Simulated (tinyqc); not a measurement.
Insulator thickness and V0 from two charges.

Inverse problem. In an undoped wire Vg - V0 = Q/Cox + Vt ln(Q/Q0) + Vt ln(1 + Q/Q0) at the source, with Q0 = 4 eps0 eps_r Vt/R and Cox = eps0 eox/(R ln(1 + tox/R)). Find Cox, tox and V0.

Parameters, values chosen for the exercise; material values close to those of silicon:
```
symbol  value  unit                                      meaning
T         350     K                                  temperature
eps_r    11.6         relative permittivity of the semiconductor
eox      8.78        relative permittivity of the gate insulator
R          10    nm                                  wire radius
```

Constants: q = 1.602176634e-19 C, kB = 1.380649e-23 J/K, Vt = kB T/q, eps0 = 8.8541878128e-14 F/cm where lengths are in cm. Results are converted to the units shown.

Qs at Vg = 1.01 and 1.41 V (nC/cm^2): 365.05418  920.68608

Answer. The two equations are linear in 1/Cox and V0; tox follows by inverting the logarithm.

Cox = 1.59 uF/cm^2
tox = 6.30 nm
V0 = 0.707 V

Program tinyqc, `OMP_NUM_THREADS=1 python tinyqc.py 2460048 2460049 out.jsonl`; Intel Xeon 2.30GHz, shared host, one thread, about 0.03 s.
